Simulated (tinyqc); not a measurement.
Worked calculation: Hubbard chain of 5 sites. Computed by tinyqc, a small Python program that keeps every step. Settings: hopping = 0.72, U = 3.5, mixing = 1, iteration cap = 75. Command: `OMP_NUM_THREADS=1 python tinyqc.py 24905 24906 out.jsonl` (the two numbers bound the seeds that draw the settings). One thread of a shared host (Intel(R) Xeon(R) Processor @ 2.60GHz), about 0.3 s of CPU time with the checks. Later iterations appear only in the table of the cycle.

## Mean-field iteration 1

one-body matrix (hopping and site energies) (eV), lower triangle:
```
          1         2         3         4        5
1  -0.41000
2  -0.72000   0.02000
3   0.00000  -0.72000  -0.81000
4   0.00000   0.00000  -0.72000  -0.98000
5   0.00000   0.00000   0.00000  -0.72000  0.16000
```

U = 3.50000 eV

electrons, up and down: 3  2

mixing = 1

n(up) at the start (a guess, not normalised): 1 0.65000, 2 0.55000, 3 0.65000, 4 0.55000, 5 0.65000

n(down) at the start (a guess): 1 0.35000, 2 0.45000, 3 0.35000, 4 0.45000, 5 0.35000

H(up) = T + U n(down), H(down) = T + U n(up); fill the lowest levels; n(new) = n + mixing (n(out) - n); E = tr T (rho up + rho down) + U sum n_up n_down of the output.

levels, up (eV): -0.51048  0.32522  0.83464  1.85155  2.30406

levels, down (eV): 0.16778  1.01668  1.81683  2.70033  2.95339

energy = -1.91786 eV

n(up) after iteration 1: 1 0.81438, 2 0.30203, 3 0.83696, 4 0.68650, 5 0.36013

n(down) after iteration 1: 1 0.29311, 2 0.46337, 3 0.38993, 4 0.74628, 5 0.10731

## Mean-field iteration 2

As before.

levels, up (eV): -0.25949  0.21019  0.57106  2.00066  2.45758

levels, down (eV): 0.31347  0.72774  1.83207  2.58636  3.02035

energy = -2.02925 eV

n(up) after iteration 2: 1 0.84146, 2 0.25589, 3 0.80009, 4 0.24984, 5 0.85273

n(down) after iteration 2: 1 0.10830, 2 0.74943, 3 0.20422, 4 0.53172, 5 0.40633

## Convergence

Each step fills the lowest levels of T + U n(other spin) and sets n(new) = n + mixing (n(out) - n); stop when output and input agree to 1e-8.

Course of the cycle:
```
iteration      E (eV)  largest |n(out) - n(in)|  mean |n_up - n_down|
1          -1.9178588                  2.96e-01               0.28845
2          -2.0292519                  4.93e-01               0.51017
3          -2.2506275                  4.98e-01               0.56720
4          -2.1565500                  5.60e-01               0.67933
5          -2.3223281                  5.35e-01               0.63733
6          -2.3365637                  5.41e-01               0.71785
7          -2.6076042                  4.17e-01               0.68841
8          -2.9165170                  4.17e-01               0.78801
9          -3.1455084                  1.67e-01               0.81075
10         -3.2032831                  1.08e-01               0.84645
11         -3.2090957                  1.98e-02               0.85144
12         -3.2095013                  7.86e-03               0.85414
13         -3.2095270                  1.24e-03               0.85456
14         -3.2095286                  4.76e-04               0.85473
15         -3.2095288                  7.61e-05               0.85476
16         -3.2095288                  2.96e-05               0.85477
17         -3.2095288                  5.47e-06               0.85478
18         -3.2095288                  1.91e-06               0.85478
19         -3.2095288                  3.90e-07               0.85478
20         -3.2095288                  1.26e-07               0.85478
21         -3.2095288                  2.75e-08               0.85478
22         -3.2095288                  8.41e-09               0.85478
```

local moments n_up - n_down: 1 0.91382, 2 -0.82392, 3 0.82997, 4 -0.81302, 5 0.89315

Converged in 22 iterations. Before convergence this energy mixes input and output and is not variational, so it may rise towards its limit.

## Exact diagonalisation (100 states)

Lowest levels of the sector, and the double occupancy of the lowest state.

lowest levels (eV): -3.58152  -3.20711  -2.98368  -2.93729  -2.73581  -2.48396

double occupancy per site = 0.07240

The mean-field solution above lies 0.3720 eV above the exact energy.

## The lowest level by Lanczos steps

From a random start vector (not printed): a_j = <q_j|H|q_j>, b_j = norm of the remainder after orthogonalising; the Ritz value is the lowest eigenvalue of the tridiagonal matrix of a and b so far.

Lanczos:
```
j   a_j (eV)  b_j (eV)  lowest Ritz value (eV)
1    1.37729   3.01821               1.3772942
2    1.83912   3.12441              -1.4188205
3    1.66185   2.89113              -2.6676794
4    1.70448   2.69232              -3.2155456
5    2.85103   2.85701              -3.3952976
6    2.10500   3.37634              -3.4648372
7    2.50029   3.09392              -3.5205571
8    2.90542   2.54595              -3.5599522
9    2.67683   2.41631              -3.5738112
10   2.27433   3.25136              -3.5775530
```
